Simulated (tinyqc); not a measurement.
Worked calculation: lattice vibrations of a chain. One step of it, computed by the program tinyqc.

Task: Frequencies. omega^2 are the eigenvalues; wavenumber = 521.4708 sqrt(eigenvalue) 1/cm.

D(q) (eV/(angstrom^2 u)), lower triangle (Hermitian):
```
                    1          2          3         4
1            0.666667
2           -0.189810   0.571856
3            0.000000  -0.309635   0.585956
4  0.171767-0.668990i   0.000000  -0.387563  1.426923
```

Give: eigenvalues; wavenumbers; weights |e|^2 of the mass-weighted modes.

Result:

eigenvalues: 0.064  0.352  0.907  1.928

wavenumbers (1/cm): 131.7  309.5  496.7  724.1

weights |e|^2 of the mass-weighted modes:
```
        mode 1  mode 2  mode 3  mode 4
atom 1   0.341   0.320   0.118   0.220
atom 2   0.197   0.316   0.480   0.006
atom 3   0.278   0.275   0.383   0.064
atom 4   0.184   0.089   0.018   0.709
```
